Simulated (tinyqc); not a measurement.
Inside a calculation: mean-field antiferromagnet of the Hubbard model on the simple cubic lattice. Values are carried at full precision from step to step, so a last printed digit may differ when a step is redone from the rounded ones.

e(k) = -2 t (cx + cy + cz) - 4 t2 (cx cy + cy cz + cz cx), ci = cos ki; one electron a site; Q = (pi, pi, pi). <n_up - n_dn> = m cos(Q.R) gives Delta = U m/2 and bands E = e+ -/+ sqrt(e-^2 + Delta^2), e+- = (e(k) +- e(k + Q))/2 (the constant U/2 is dropped). Means run over the mesh k_i = 2 pi (j + 1/2)/N of the whole zone: mu from mean(f(E-) + f(E+)) = 1; m(out) = mean of Delta (f(E-) - f(E+))/sqrt(e-^2 + Delta^2); free energy per site F = -kT mean[ln(1 + exp(-(E- - mu)/kT)) + ln(1 + exp(-(E+ - mu)/kT))] + mu + U m^2/4.

Constants: kB = 8.617333262e-05 eV/K.

Parameters, chosen for this exercise:
- t = 0.8 eV (nearest hopping)
- t2 = 0 eV (second hopping)
- N = 4 (mesh)
- U = 9.01 eV (on-site repulsion)
- m0 = 0.72 (starting staggered moment)
- T = 300 K

## Folded levels on the mesh

Collect the points with equal |e-| and e+.

Classes of points:
```
|e-| (eV)  e+ (eV)  points
1.1314      0.0000      48
3.3941      0.0000      16
```

## One mean-field step

From m = m0 form Delta, the two bands of each class and m(out).

Delta = 3.2436 eV

E-, E+ and Delta/sqrt(e-^2 + Delta^2) of each class:
```
|e-| (eV)  E- (eV)  E+ (eV)  Delta/sqrt(e-^2 + Delta^2)
1.1314     -3.4352   3.4352                      0.9442
3.3941     -4.6948   4.6948                      0.6909
```

m(out) = 0.8809

m(out) is above m0, so the next step starts from a larger moment.

## Self-consistency

Repeat with m = m(out) until |m(out) - m| < 1e-8; F(0) is the free energy at m = 0.

Iterations:
```
step         m  Delta (eV)    m(out)     F (eV)
1     0.720000     3.24360  0.880882  -2.582436
2     0.880882     3.96837  0.911248  -2.652508
3     0.911248     4.10517  0.915718  -2.654895
4     0.915718     4.12531  0.916348  -2.654946
5     0.916348     4.12815  0.916437  -2.654947
6     0.916437     4.12855  0.916449  -2.654947
7     0.916449     4.12860  0.916451  -2.654947
8     0.916451     4.12861  0.916451  -2.654947
9     0.916451     4.12861  0.916451  -2.654947
10    0.916451     4.12861  0.916451  -2.654947
```

m = 0.9165
Delta = 4.1286 eV
lowest E+ minus highest E- on the mesh = 8.5616 eV
F - F(0) = -957.89 meV

Converged in 10 steps. The ordered state lies 957.89 meV a site below the paramagnet and is an insulator on this mesh. A mesh of N = 16 gives m = 0.917 and F - F(0) = -1047.0 meV.

## Checks

- Energy gain at U = 400 t against the exchange limit -z t^2/U a site (z neighbours), counted from -U/4 (eV): both -0.0120.

(tinyqc, `OMP_NUM_THREADS=1 python tinyqc.py 1682425 1682426 out.jsonl`, Intel(R) Xeon(R) Processor @ 2.30GHz, 1 thread, shared host, about 0.1 s.)
